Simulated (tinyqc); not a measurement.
Inside a calculation. Model: Schottky diode by thermionic emission with image-force lowering and series resistance.

Numbers from tinyqc (`OMP_NUM_THREADS=1 python tinyqc.py 2640024 2640025 out.jsonl`; about 0.01 s on one thread of a shared Intel Xeon 2.30GHz). Printed values are rounded.

Metal on an n-type semiconductor with one parabolic valley; V > 0 is forward bias (metal positive). I = I0 [exp(Vj/(n Vt)) - 1] with Vj = V - I Rs; I0 = S A* T^2 exp(-(phi - dphi)/Vt), the lowering dphi taken at zero bias.

Inputs (values chosen for the exercise); band and dielectric values those of a made-up semiconductor:
- T = 300 K (temperature)
- me = 0.227 m0 (electron mass)
- eps_r = 10.5 (relative permittivity)
- phi = 1.06 eV (barrier height seen from the metal)
- Nd = 1.3e16 cm^-3 (donor density)
- S = 1.3e-5 cm^2 (area)
- n = 1.17 (ideality factor)
- Rs = 0.96 ohm (series resistance)
- V = 1.42 V (applied bias)

Constants: q = 1.602176634e-19 C, kB = 1.380649e-23 J/K, h = 6.62607015e-34 J s, m0 = 9.1093837015e-31 kg, Vt = kB T/q, eps0 = 8.8541878128e-14 F/cm where lengths are in cm. Results are converted to the units shown.

Range of the model: At the applied forward bias V the junction voltage comes within 3 Vt of Vbi (or passes it), where the depletion layer is gone and the emission formula overstates the current.

## Saturation current

A* = 4 pi q me m0 kB^2/h^3 (times 1e-4 for A/(cm^2 K^2)); Nc = 2 (2 pi me m0 kB T/h^2)^1.5 (times 1e-6 for cm^-3); xi = Vt ln(Nc/Nd), Vbi = phi - xi; surface field Em = sqrt(2 q Nd (Vbi - V - Vt)/(eps0 eps_r)); dphi = sqrt(q Em/(4 pi eps0 eps_r)). Here V = 0 in Em.

A* = 27.27932 A/(cm^2 K^2)
Nc = 2.714006e18 cm^-3
Vbi = 0.9219185 V
Em = 63.36406 kV/cm
dphi = 29.47832 meV
I0 = 1.556027e-16 A

The lowering raises I0 by a factor of 3.13.

## Iteration 1: junction voltage

Vj at the start = 1.42 V

Newton step for g(Vj) = Vj + Rs I0 [exp(Vj/(n Vt)) - 1] - V = 0: Vj(new) = Vj - g/g', g' = 1 + Rs I0 exp(Vj/(n Vt))/(n Vt).

Vj after iteration 1 = 1.389753 V

## Iteration 2: junction voltage

As before.

Vj after iteration 2 = 1.359506 V

## Course of the iteration

Stop when Vj changes by less than 1e-10 V, or after 50 iterations.

Course of the iteration:
```
iteration    Vj (V)  change (V)
1          1.389753      0.0302
2          1.359506      0.0302
3          1.329260      0.0302
4          1.299015      0.0302
5          1.268775      0.0302
6          1.238551      0.0302
7          1.208374      0.0302
8          1.178346      0.0300
9          1.148761      0.0296
10         1.120457      0.0283
11         1.095576      0.0249
12         1.078197      0.0174
13         1.071272     6.93e-3
14         1.070419     8.53e-4
15         1.070407     1.13e-5
16         1.070407     1.94e-9
17         1.070407           0
```

Converged in 17 iterations.

## Current and small-signal resistance

converged Vj = 1.070407 V

I = I0 [exp(Vj/(n Vt)) - 1], dV/dI = Rs + n Vt/(I + I0).

I = 364.1591 mA
drop over Rs = 0.3495927 V
dV/dI = 1.043059 ohm
